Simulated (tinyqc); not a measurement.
## MOS inversion layer, Poisson-Schroedinger loop: effect of the sheet density of electrons

Electrons confined at an insulator interface at z = 0, treated as a hard wall; parabolic valleys, Hartree approximation, no image or exchange terms. The depletion charge lies far deeper than the electrons and gives a uniform field q Nd/(eps0 eps_r); the gate balances all charge. Energies are counted from the band edge at the interface.

Schroedinger equation -(C/mz) psi'' + (V0 + U + dE for set B) psi = E psi, C = hbar^2/(2 m0), psi(0) = 0, on a uniform mesh of 800 nodes with a far wall at 18 nm, 8 levels a set; V0 = q Nd z/(eps0 eps_r); dU/dz = q (Ns - integral of n from 0 to z)/(eps0 eps_r), U(0) = 0; N_k = g md m0 q Vt/(pi hbar^2) ln(1 + exp((EF - E_k)/Vt)), g the number of valleys of the set, sum N_k = Ns. Triangular well: E_k = a_k (C F^2/mz)^(1/3), a_1 = 2.338107, a_2 = 4.087949, C = hbar^2/(2 m0), F in eV/nm. Fang-Howard (all electrons in the lowest level of set A): b^3 = 6 (mz1/C) q (Nd + 11 Ns/32)/(eps0 eps_r), centroid 3/b, level C b^2/(4 mz1) + (3/b) q (Nd + 11 Ns/16)/(eps0 eps_r). The centroid adds 3.9 z_av/eps_r to an oxide-equivalent thickness.

Values chosen for this exercise; masses and permittivity close to those of silicon (100): temperature T = 300 K; relative permittivity eps_r = 11.6; mass along z of valley set A (2 valley(s)) mz1 = 0.906 m0; in-plane density-of-states mass of set A md1 = 0.188 m0; mass along z of valley set B (4 valley(s)) mz2 = 0.188 m0; in-plane density-of-states mass of set B md2 = 0.41 m0; sheet density of depletion charge Nd = 3.9e12 cm^-2; extra shift of set B (strain) dE = 0 eV.

Constants: q = 1.602176634e-19 C, kB = 1.380649e-23 J/K, hbar = 1.054571817e-34 J s, m0 = 9.1093837015e-31 kg, Vt = kB T/q, eps0 = 8.8541878128e-14 F/cm where lengths are in cm, hbar^2/(2 m0) = 0.0380998212 eV nm^2. Results are converted to the units shown.

Result of one run:
columns A: Ns (cm^-2); B: A1 (meV); C: B1 (meV); D: EF (meV); E: share of A1 (%); F: share of set A (%); G: centroid z_av (nm); H: added oxide equivalent (nm); I: Fang-Howard centroid (nm)
```
A         B    C    D     E     F     G      H     I
4.4e12  192  294  203  86.1  88.4  1.35  0.455  1.31
```

What becomes of these results when the sheet density of electrons Ns is changed from 4.4e12 to 9.7e11 cm^-2, all else the same?

Result of the changed run:
columns A: Ns (cm^-2); B: A1 (meV); C: B1 (meV); D: EF (meV); E: share of A1 (%); F: share of set A (%); G: centroid z_av (nm); H: added oxide equivalent (nm); I: Fang-Howard centroid (nm)
```
A         B    C    D     E     F     G      H     I
9.7e11  141  232  103  85.3  87.5  1.48  0.497  1.42
```

The whole series:
columns A: Ns (cm^-2); B: A1 (meV); C: B1 (meV); D: EF (meV); E: share of A1 (%); F: share of set A (%); G: centroid z_av (nm); H: added oxide equivalent (nm); I: Fang-Howard centroid (nm)
```
A         B    C     D     E     F     G      H     I
1e11    127  214  27.7  84.8  87.1  1.52  0.512  1.46
2.1e11  129  217  49.0  84.8  87.2  1.52  0.510  1.45
4.5e11  133  222  73.3  85.0  87.3  1.50  0.506  1.44
9.7e11  141  232   103  85.3  87.5  1.48  0.497  1.42
2.1e12  159  253   144  85.7  88.0  1.43  0.481  1.38
4.4e12  192  294   203  86.1  88.4  1.35  0.455  1.31
9.4e12  256  374   303  85.8  88.2  1.24  0.418  1.19
2e13    373  523   478  82.8  85.7  1.12  0.376  1.04
```

As Ns goes from 1e11 to 2e13, A1 rises from 127 to 373 meV, the share of A1 goes from 84.8 through a maximum of 86.1 (at Ns = 4.4e12 among the rows listed) to 82.8 % and the centroid falls from 1.52 to 1.12 nm. A1 goes as Ns^(0.50) between the last two rows (a triangular well in the field of that charge alone gives 2/3). EF lies more than 2 meV above A1 for Ns = 4.4e12, 9.4e12, 2e13. The Fang-Howard centroid is 4.3 % below the full one in the first row, where A1 holds 84.8 %, and 7.1 % below it in the last, where A1 holds 82.8 %.

Program tinyqc, `OMP_NUM_THREADS=1 python tinyqc.py 2160152 2160153 out.jsonl`; Intel Xeon 2.30GHz, shared host, one thread, about 0.9 s.
